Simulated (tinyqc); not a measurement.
Offset from the accumulated charge.

Inverse problem. Layer 1 (x < 0) accumulates electrons and layer 2 (x > 0) is depleted. Boltzmann statistics. Sheet densities from the first integral: Q1 = sqrt((2 eps0 eps_r Vt N1/q)(exp(u1) - u1 - 1)) extra electrons, Q2 = sqrt((2 eps0 eps_r Vt N2/q)(exp(-u2) + u2 - 1)) missing ones, u = V/Vt; neutrality Q1 = Q2 + si. V1 + V2 = dE + Vt ln[(N2/Nc2)/(N1/Nc1)]. Find V1, V2 and dE.

Inputs (values chosen for the exercise); values of the order of III-V alloys:
- T = 350 K (temperature)
- eps_r = 13.4 (relative permittivity of both layers)
- Nc1 = 5.5e17 cm^-3 (density of states of the narrow-gap layer 1)
- Nc2 = 5.2e17 cm^-3 (density of states of the wide-gap layer 2)
- N1 = 8.2e15 cm^-3 (donor density in layer 1)
- N2 = 3.7e16 cm^-3 (donor density in layer 2)
- si = 0 cm^-2 (fixed charge at the interface)

Constants: q = 1.602176634e-19 C, kB = 1.380649e-23 J/K, Vt = kB T/q, eps0 = 8.8541878128e-14 F/cm where lengths are in cm. Results are converted to the units shown.

Q1 = 3.2387262e11 cm^-2

Solution. Each sheet density rises steadily with its bending, so Q1 fixes V1 and Q2 = Q1 - si fixes V2.

V1 = 0.1056 V
V2 = 0.2216 V
dE = 0.2800 eV

tinyqc, about 0.1 s, one thread, Intel Xeon 2.30GHz (shared host): `OMP_NUM_THREADS=1 python tinyqc.py 2410084 2410085 out.jsonl`
